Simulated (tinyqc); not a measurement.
# Single-electron transistor, orthodox theory and master equation: linear conductance against temperature

A metal island with n extra electrons joins the left lead (voltage V) and the right lead (0 V) by tunnel junctions and couples to a gate. Cs = CL + CR + Cg. Adding electron n + 1 costs mu(n) = [q (n + 1/2) - CL V - Cg Vg]/Cs (in volts); the Fermi levels are -V (left) and 0 (right). A jump that gains the energy W has the rate G(W) = (W/q)/(R [1 - exp(-W/Vt)]), W in volts, Vt = kB T/q. Sequential tunnelling only; I > 0 flows from left to right.

Onto the island: from the left W = -V - mu(n), from the right W = -mu(n); off the island (n + 1 to n): to the left W = mu(n) + V, to the right W = mu(n). Steady state: p(n + 1)/p(n) = (sum of on rates)/(sum of off rates), normalised. I = q sum_n [p(n + 1) (off to left) - p(n) (on from left)]. Enough charge states are kept that the digits shown do not change. The conductance is dI/dV at V = 0 times RL + RR, at Vg = q/(2 Cg) (peak) and Vg = 0 (valley).

Parameters, values chosen for the exercise:
```
symbol,value,unit,meaning
CL,140,aF,capacitance of the left junction
CR,170,aF,capacitance of the right junction
Cg,32,aF,gate capacitance
RL,74,kohm,resistance of the left junction
RR,3700,kohm,resistance of the right junction
```

Constants: q = 1.602176634e-19 C, kB = 1.380649e-23 J/K, Vt = kB T/q. Results are converted to the units shown.

Linear conductance against temperature:
```
T (K)  kB T/(q^2/Cs)    peak    valley
0.14         0.02575  0.5000  1.436e-7
0.2          0.03679  0.5000  3.402e-5
0.28         0.05150  0.5000  0.001180
0.38         0.06990  0.5000   0.01118
0.53         0.09749  0.5003   0.06041
0.74          0.1361  0.5044    0.1822
1             0.1839  0.5215    0.3396
1.4           0.2575  0.5699    0.5089
2             0.3679  0.6505    0.6410
2.8           0.5150  0.7301    0.7294
```

At low temperature the peak is 0.500, the limit 1/2 of a metal island with only two charge states in play; it rises from 0.500 to 0.730, and the valley rises from 1.44e-7 to 0.729. Among the rows the valley is within 10 % of the peak from kB T = 0.37 q^2/Cs on: the oscillation is washed out.

Range of the model: Cotunnelling, which dominates deep in the blockade, is left out. A junction resistance within a factor of four of h/q^2 = 25.8 kohm strains the orthodox theory.

Program tinyqc, `OMP_NUM_THREADS=1 python tinyqc.py 2780123 2780124 out.jsonl`; Intel Xeon 2.30GHz, shared host, one thread, about 0.01 s.
